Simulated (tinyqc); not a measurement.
# Fully depleted semiconductor-on-insulator film with two gates, non-linear Poisson equation by Newton steps: effects of single changes

One dimension across the film, front interface at x = 0, back interface at x = ts. psi is counted from the intrinsic level, n = ni exp(psi/Vt) (source grounded), holes neglected, acceptors ionised. Gates act through Cox = eps0 eox/tox and Cbox = 3.9 eps0/tb with potentials G1 = Vg - (phiM - chi - Vt ln(Nc/ni)) and G2 = Vb - (phiB - chi - Vt ln(Nc/ni)). Classical Boltzmann densities, no interface charge, no depletion in the back plane.

Inputs (values chosen for the exercise); band and dielectric values close to those of silicon: temperature T = 300 K; band gap Eg = 1.1 eV; relative permittivity eps_r = 11.8; conduction-band density of states at T Nc = 2.77e19 cm^-3; valence-band density of states at T Nv = 2.65e19 cm^-3; electron affinity chi = 4.08 eV; relative permittivity of the gate insulator (close to aluminium oxide) eox = 8.99; insulator thickness tox = 2.5 nm; film thickness ts = 6.9 nm; buried-oxide thickness (eps_r 3.9) tb = 9.5 nm; acceptor density of the film Na = 1e15 cm^-3; work function of the front gate phiM = 4.29 eV; work function of the back plane phiB = 5.13 eV; back-gate voltage Vb = 0 V.

Constants: q = 1.602176634e-19 C, kB = 1.380649e-23 J/K, Vt = kB T/q, eps0 = 8.8541878128e-14 F/cm where lengths are in cm. Results are converted to the units shown.

Each table varies one quantity; the others keep the values above.

## Charge against front-gate voltage

ni = sqrt(Nc Nv) exp(-Eg/(2 Vt)), Eg in volts. The Poisson equation eps0 eps_r d2psi/dx2 = q (n + Na), with -eps0 eps_r dpsi/dx = Cox (G1 - psi) at x = 0 and eps0 eps_r dpsi/dx = Cbox (G2 - psi) at x = ts, is solved on 300 equal intervals with half boxes at both ends; N_inv is the trapezoid sum of n. Swing = ln 10/(d ln N_inv/dVg); the last column is (dN_inv/dVb)/(dN_inv/dVg).

Results:
columns A: Vg (V); B: psi front (V); C: psi back (V); D: N_inv (cm^-2); E: centroid/ts; F: swing (mV/decade); G: q dN_inv/dVg over Cox; H: back/front leverage
```
A          B        C        D       E       F        G      H
-0.18  0.105  -0.0121   1.36e5   0.210    67.8  2.33e-7  0.138
-0.03  0.242   0.0987   2.27e7   0.176    67.3  3.90e-5  0.131
0.12   0.379    0.209   3.86e9   0.150    67.5  0.00663  0.125
0.27   0.501    0.304  3.48e11   0.127     111    0.362  0.119
0.42   0.558    0.335  2.13e12   0.102     332    0.743  0.112
0.57   0.587    0.344  4.52e12  0.0841     619    0.847  0.107
0.72   0.605    0.348  7.12e12  0.0717     925    0.892  0.105
1.02   0.631    0.352  1.26e13  0.0561  1.56e3    0.932  0.102
```

Estimate the missing row, Vg = 0.87 V.

Computed row:
columns A: Vg (V); B: psi front (V); C: psi back (V); D: N_inv (cm^-2); E: centroid/ts; F: swing (mV/decade); G: q dN_inv/dVg over Cox; H: back/front leverage
```
A         B      C        D       E       F      G      H
0.87  0.619  0.350  9.82e12  0.0628  1.24e3  0.916  0.103
```

With this row back in the table: N_inv passes 1e11 cm^-2 at Vg = 0.220 V. The swing starts at 67.8 mV a decade, against (1 + k) Vt ln 10 = 65.0 for a front channel with k = Cs Cbox/(Cox (Cs + Cbox)) = 0.0921, Cs = eps0 eps_r/ts; above threshold this column is no longer a subthreshold swing. The centroid falls from 0.210 to 0.0561 of ts and the leverage of the back gate falls from 0.138 to 0.102. For Vg = 0.42, 0.57, 0.72, 0.87, 1.02 the density at an interface exceeds 0.3 Nc, where Boltzmann statistics fail. In every row the classical centroid lies within 3 nm of an interface, where confinement, left out, would push it away.

## Threshold and coupling against the insulator thickness

VT is the Vg for N_inv = 1e11 cm^-2; -dVT/dVb from the linearised equation. Limits with Cs = eps0 eps_r/ts: front channel Cs Cbox/(Cox (Cs + Cbox)), back channel Cbox (Cox + Cs)/(Cox Cs). Swing at N_inv = 1e8 cm^-2.

The same in every row: centroid/ts at VT = 0.136.

Threshold and coupling against the insulator thickness:
```
tox (nm)  VT (V)  -dVT/dVb  front-channel limit  back-channel limit  swing (mV/decade)
1.2        0.171    0.0721               0.0442               0.295               64.3
1.8        0.194    0.0948               0.0663               0.322               65.6
2.5        0.220     0.121               0.0921               0.354               67.2
3.5        0.257     0.159                0.129               0.400               69.5
5          0.314     0.216                0.184               0.468               72.9
7.1        0.393     0.295                0.261               0.564               77.6
10         0.502     0.405                0.368               0.697               84.2
```

Read the table: what changes, and by how much?

As tox goes from 1.2 to 10, VT rises from 0.171 to 0.502 V, the centroid stays near 0.136 of ts and -dVT/dVb rises from 0.0721 to 0.405. The coupling covers 11.1 % of the way from the front-channel to the back-channel limit in the first row and 11.3 % in the last.

Range of the model: In so thin a film or at such density quantum confinement moves the charge away from the interfaces and raises the threshold.

Computed by the program tinyqc: `OMP_NUM_THREADS=1 python tinyqc.py 2190101 2190102 out.jsonl`, one thread of a shared Intel Xeon 2.30GHz, about 0.5 s for the whole run.
